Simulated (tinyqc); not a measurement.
What moves the results: nanosheet or nanowire with hard walls, valleys of the Ge type. A value that a table varies takes the place of the one given here.

Four ellipsoidal valleys along <111>: inverse mass tensor w = 1/mt + (1/ml - 1/mt) a a^T with a the unit axis. Device axes: x along the channel, z = [001], y = z x x. The Gamma and Delta valleys are left out; the heavy Delta valleys, about 0.18 eV up, lie lowest once the L levels pass about 0.2 eV.

Hard walls around a W x H rectangle. The block w_c of w in (y, z) confines; the transport mass follows from 1/m_x = w_xx - w_xc w_c^-1 w_cx. The cross-section problem c (w_yy ky^2 + 2 w_yz ky kz + w_zz kz^2), c = hbar^2/2m0, is solved in products sin(n pi y/W) sin(l pi z/H), n, l = 1 to 12; if w_yz = 0 the levels are c pi^2 (w_yy n^2/W^2 + w_zz l^2/H^2). The w_yz term couples (n, l) to (n', l') by -2 c w_yz D_nn'(W) D_ll'(H) with D_nm(L) = 4 n m/(L (n^2 - m^2)) for n + m odd and 0 otherwise.

Without degeneracy the line density is N1 exp((EF - Ec)/kB T) with N1 = sum 2 g sqrt(m_x kB T/(4 pi c)) exp(-E/kB T), here over n, l up to 80 where w_yz = 0 and over all levels of a 12 x 12 sine basis otherwise; the classical value is W H Nc with Nc = 2 g_all (m_dos kB T/(4 pi c))^(3/2), m_dos = (ml mt^2)^(1/3); dVt = kB T ln(W H Nc/N1).

Constants: hbar^2/2m0 = 3.80998211 eV angstrom^2; kB = 8.617333262e-05 eV/K.

Values chosen for the exercise (near those of Ge; shifted at random, so the results belong to these values and not to a real crystal):

| symbol | value | unit | meaning |
|---|---|---|---|
| ml | 1.591 | m0 | longitudinal mass |
| mt | 0.083 | m0 | transverse mass |
| T | 300 | K | temperature |
| g_all | 4 |  | number of valleys |
| channel | 110 |  | transport direction x on a (001) wafer |
| H | 56 | angstrom | height, along z = [001] |
| Ws | (30, 40, 50, 65, 85, 110, 140) | angstrom | widths |
| W | 75 | angstrom | width, along y |

## From wire to sheet

Valleys:

| group | valleys g | w_yy | w_zz | \|w_yz\| | m_x (m0) |
|---|---|---|---|---|---|
| A | 2 | 4.43509 | 8.24164 | 5.38328 | 0.08300 |
| B | 2 | 12.04819 | 8.24164 | 0.00000 | 1.08833 |

Lowest level of each group (groups ordered by w_zz, then w_yy) and dVt against the width.

Results:

| W (angstrom) | A1 (eV) | B1 (eV) | dVt (mV) |
|---|---|---|---|
| 30 | 0.2269 | 0.6022 | 215.7 |
| 40 | 0.1567 | 0.3820 | 152.8 |
| 50 | 0.1296 | 0.2800 | 130.2 |
| 65 | 0.1138 | 0.2061 | 115.8 |
| 85 | 0.1064 | 0.1615 | 104.7 |
| 110 | 0.1029 | 0.1363 | 96.7 |
| 140 | 0.1011 | 0.1219 | 91.6 |

How do the results move?

dVt falls from 216 to 92 mV. Group A is lowest at every width, by 375 meV in the narrowest and 21 meV in the widest. At the widest W the lowest level is 0.1011 eV; the film limit c pi^2 w_zz/H^2 of that group is 0.0988 eV.

## Channel direction

The same rectangle along [100] and [110]; groups ordered by w_zz, then w_yy.

Lowest level of each group:

| channel, group | valleys g | w_yy | w_zz | \|w_yz\| | m_x (m0) | E (eV) |
|---|---|---|---|---|---|---|
| [100] A | 4 | 8.242 | 8.242 | 3.807 | 0.586 | 0.1475 |
| [110] A | 2 | 4.435 | 8.242 | 5.383 | 0.083 | 0.1092 |
| [110] B | 2 | 12.048 | 8.242 | 0.000 | 1.088 | 0.1794 |

How do the results move?

The lowest subband has m_x = 0.586 m0 and 4 valleys along [100], and 0.083 m0 and 2 valleys along [110]; its edge lies at 0.1475 and 0.1092 eV. At equal energy above the edge the carriers of the [110] channel are faster by a factor 2.66.

## What each parameter does

E1 and E2 are the two lowest subband edges over all groups. Each row changes one parameter from the base and keeps the others.

Results:

| case | E1 (eV) | E2 - E1 (meV) | m_x of lowest (m0) | dVt (mV) |
|---|---|---|---|---|
| base | 0.1092 | 29.7 | 0.083 | 109.6 |
| W = 90 angstrom | 0.1054 | 19.3 | 0.083 | 102.7 |
| H = 50 angstrom | 0.1337 | 28.5 | 0.083 | 131.0 |
| T = 350 K | 0.1092 | 29.7 | 0.083 | 110.7 |
| ml = 1.75 m0 | 0.1082 | 27.7 | 0.083 | 109.2 |
| mt = 0.091 m0 | 0.1005 | 29.0 | 0.091 | 100.9 |

How do the results move?

The largest shifts from the base row, up to three for each result and ties (the steps differ in size, so this ranks the rows, not the parameters). E1 (eV): H +0.0245, mt -0.0087, W -0.0038; unchanged at the printed digits by T. E2 - E1 (meV): W -10.4, ml -2.0, H -1.2; unchanged at the printed digits by T. m_x of lowest (m0): mt +0.008; unchanged at the printed digits by W, H, T and ml. dVt (mV): H +21.4, mt -8.7, W -6.9.

tinyqc: `OMP_NUM_THREADS=1 python tinyqc.py 1250424 1250425 out.jsonl`; about 2 s, one thread, shared Intel(R) Xeon(R) Processor @ 2.30GHz.
